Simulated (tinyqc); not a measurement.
Surface Green function of a dimerised chain, Sancho-Rubio decimation: one step of the calculation.

A semi-infinite lead of cells 0, 1, 2, ... with H0 inside a cell and H1 = <cell i|H|cell i + 1>. Cell A, B with A at the surface; -t1 joins A and B, -t2 joins B to the next A. z = E + i eta.

Question. Decimation. Start with e_s = e = H0, a = H1, b = H1^dagger. Each round: g = (z - e)^(-1); e_s <- e_s + a g b; e <- e + a g b + b g a; a <- a g a; b <- b g b (all with the old a, b). Round k joins cells 2^k apart.

Parameters, values chosen for the exercise:
- E = 0.07 eV (energy)
- eta = 0.04 eV (broadening)

e_s after round 2 (eV):
```
                       A                      B
A   0.0000000+0.0000000i  -1.3300000+0.0000000i
B  -1.3300000+0.0000000i  -0.0745939-0.0435091i
```

e after round 2 (eV):
```
                       A                      B
A  -0.0745939-0.0435091i  -1.3300000+0.0000000i
B  -1.3300000+0.0000000i  -0.0745939-0.0435091i
```

a after round 2 (eV):
```
                        A                       B
A  0.00000000+0.00000000i  0.00000000+0.00000000i
B  0.42853915+0.00606714i  0.00000000+0.00000000i
```

b after round 2 (eV):
```
                        A                       B
A  0.00000000+0.00000000i  0.42853915+0.00606714i
B  0.00000000+0.00000000i  0.00000000+0.00000000i
```

Find: g; e_s after round 3; e after round 3; a after round 3; b after round 3.

Answer.

g (1/eV):
```
                   A                  B
A  -0.08172-0.04871i   0.75771+0.01043i
B   0.75771+0.01043i  -0.08172-0.04871i
```

e_s after round 3 (eV):
```
                 A                B
A   0.0000+0.0000i  -1.3300+0.0000i
B  -1.3300+0.0000i  -0.0893-0.0529i
```

e after round 3 (eV):
```
                 A                B
A  -0.0893-0.0529i  -1.3300+0.0000i
B  -1.3300+0.0000i  -0.0893-0.0529i
```

a after round 3 (eV):
```
                  A                 B
A  0.00000+0.00000i  0.00000+0.00000i
B  0.13907+0.00585i  0.00000+0.00000i
```

b after round 3 (eV):
```
                  A                 B
A  0.00000+0.00000i  0.13907+0.00585i
B  0.00000+0.00000i  0.00000+0.00000i
```

Numbers from tinyqc (`OMP_NUM_THREADS=1 python tinyqc.py 2680030 2680031 out.jsonl`; about 0.01 s on one thread of a shared Intel Xeon 2.30GHz).
